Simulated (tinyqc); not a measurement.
## Electron continuity equation in a given potential, Scharfetter-Gummel discretisation: three discretisations compared

Steady state in one dimension: J = q mu n E + q D dn/dx with E = -dpsi/dx and D = mu Vt, dJ/dx = 0, fixed densities nL and nR at the ends. The potential is given, psi = U x/L, and is not changed by the electrons.

10 equal intervals. Fluxes J_i = (q D/h)(n_(i+1) P_i - n_i Q_i), d_i = (psi_(i+1) - psi_i)/Vt: Scharfetter-Gummel P = B(d), Q = B(-d), B(d) = d/(exp(d) - 1); central P = 1 - d/2, Q = 1 + d/2; upwind P = 1 + max(-d, 0), Q = 1 + max(d, 0). Balance at each inner node: J_i - J_(i-1) = 0. The reference is Scharfetter-Gummel on 2000 intervals.

Inputs (values chosen for the exercise); mobility close to that of indium arsenide at room temperature: temperature T = 400 K; electron mobility mu = 29600 cm^2/(V s); length of the region L = 13 um; density at x = 0 nL = 1.6e15 cm^-3; density at x = L nR = 2.7e15 cm^-3; potential difference psi(L) - psi(0) U = -0.1 V.

Constants: q = 1.602176634e-19 C, kB = 1.380649e-23 J/K, Vt = kB T/q. Results are converted to the units shown.

Densities (cm^-3):
```
node  Scharfetter-Gummel   central    upwind  reference
0               1.600e15  1.600e15  1.600e15   1.600e15
1               1.893e15  1.895e15  1.868e15   1.893e15
2               2.112e15  2.114e15  2.076e15   2.112e15
3               2.276e15  2.279e15  2.238e15   2.276e15
4               2.399e15  2.401e15  2.363e15   2.399e15
5               2.491e15  2.493e15  2.460e15   2.491e15
6               2.560e15  2.561e15  2.535e15   2.560e15
7               2.611e15  2.612e15  2.593e15   2.611e15
8               2.650e15  2.650e15  2.638e15   2.650e15
9               2.678e15  2.679e15  2.673e15   2.678e15
10              2.700e15  2.700e15  2.700e15   2.700e15
```

Largest errors as a share of the largest reference density listed: Scharfetter-Gummel under 1e-7 %, central 0.081 %, upwind 1.4 %. The largest |d| is 0.290. Upwinding stays positive but acts as if D were larger by the factor 1 + |d|/2, up to 1.15 here.

tinyqc, about 0.01 s, one thread, Intel Xeon 2.30GHz (shared host): `OMP_NUM_THREADS=1 python tinyqc.py 2220146 2220147 out.jsonl`
